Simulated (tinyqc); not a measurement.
# From failure time at T_u back to thickness d

Model: permeation of metal atoms or ions through a thin barrier or dielectric: time lag, field-aided drift and lifetime. Computed by tinyqc, a small Python program. Command: `OMP_NUM_THREADS=1 python tinyqc.py 3010644 3010645 out.jsonl barrier inv`. One thread of a shared host (Intel(R) Xeon(R) Processor @ 2.30GHz), about 0.04 s of CPU time with the checks.

The film 0 < x < d is empty at first; C = C0 at x = 0 and C = 0 at x = d. dC/dt = D d2C/dx2 - v dC/dx with drift v = D z e V/(k_B T d) (uniform field, no space charge).

Inputs (values chosen for the exercise, for a model case: singly charged ions through a dielectric):
```
quantity                                   value    unit
prefactor D0                              0.0064  cm^2/s
activation energy E                         1.12      eV
concentration at the source side C0      2.1e+13  1/cm^3
charge number z                                1       -
voltage V (positive drives ions across)   -0.038       V
critical dose Q_c                          1e+08  1/cm^2
test temperature T                           175       C
use temperature T_u                           85       C
```

Constants: k_B = 8.617333262e-05 eV/K.

Method:
- D = D0 exp(-E/(k_B T)); time scale d^2/D; Peclet number P = z V/(k_B T), k_B T in eV; 1 nm = 1e-7 cm.
- Temperatures in kelvin are T(C) + 273.15.
- Steady flux J = (D C0/d) P/(1 - exp(-P)); time lag in units of d^2/D: s_L = [P (1 + exp(-P))/(1 - exp(-P)) - 2]/P^2 (P = 0: J = D C0/d, s_L = 1/6).
- Dose through the film Q(s) = C0 d {f (s - s_L) - 2 exp(P/2) sum_(n=1..200) (-1)^n n^2 pi^2 exp(-l_n s)/l_n^2}, l_n = n^2 pi^2 + P^2/4, f = P/(1 - exp(-P)) the relative flux.
- Solve Q = Q_c for s. At the use temperature D and P take T_u, with the same C0 and V; 1 year = 3.15576e7 s.

Task: A run gave the result below. Find the thickness d, known to lie between 56 and 110 nm.

failure time at T_u = 1.993809 years

Result:

Each step takes the trial c = (a f_b - b f_a)/(f_b - f_a), f being the result less the target and a, b, c the logarithms of the listed values; c replaces end b, the old b replaces a if the sign of f changed, and otherwise f_a is halved.

Scan of the range:
```
thickness d (nm)  failure time at T_u (years)
56.0                                  1.64314
62.7                                  1.85921
70.1                                  2.10268
78.5                                  2.38522
87.8                                  2.70565
98.3                                  3.07706
110.0                                 3.50296
```

False position (Illinois rule, in the logarithm of the input) inside the bracket:
```
step    end a    end b    trial  failure time at T_u (years)
1     62.7000  70.1000  66.6887                      1.98982
2     70.1000  66.6887  66.8066                      1.99370
3     70.1000  66.8066  66.8133                      1.99392
4     66.8066  66.8133  66.8100                      1.99381
5     66.8133  66.8100  66.8100                      1.99381
```

Failure time at T_u rises at every point of a 13-point scan of the range (every second point is shown), so one value fits; it is bracketed by 62.7 and 70.1. Answer: thickness d = 66.81 nm.

Caution: grain boundaries, pinholes, trapping and space charge are left out; thin real barriers usually fail at defects.
